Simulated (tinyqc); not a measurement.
Junction field-effect transistor with two gates, gradual channel with velocity saturation: one step of the calculation.

A uniformly doped n-type channel, depleted from both sides by p+ gates; at channel potential V the depleted share of a is u = sqrt((Vbi - Vg + V)/Vp), s at the source. Electrons drift with v = mu E/(1 + mu E/vsat). Abrupt depletion edge, no series resistance, source at 0.

Task. Saturation voltage, current and transconductance. Vdsat = Vp (um^2 - s^2); Isat = (G0 Vp/Z)(1 - um), which is 2 q Nd vsat a W (1 - um); gm = G0 (um - s)/(1 + Z (um^2 - s^2)). For Z = 0: Vdsat = Vp (1 - s^2), Isat = (G0 Vp/3)(1 - 3 s^2 + 2 s^3), gm = G0 (1 - s).

um = 0.70646803
Vp = 4.4419921 V
G0 = 496.80293 mS
Z = 16.401201
s = 0.53236028

Give: Vdsat; Isat; gm; Vdsat for Z = 0; Isat for Z = 0; gm for Z = 0.

Result.

Vdsat = 0.95809 V
Isat = 39.495 mA
gm = 19.062 mS
Vdsat for Z = 0 = 3.1831 V
Isat for Z = 0 = 332.14 mA
gm for Z = 0 = 232.32 mS

The current saturates with 29.4 % of the channel still open at the drain, at 0.119 of the constant-mobility current.

tinyqc, about 0.06 s, one thread, Intel Xeon 2.30GHz (shared host): `OMP_NUM_THREADS=1 python tinyqc.py 2500013 2500014 out.jsonl`
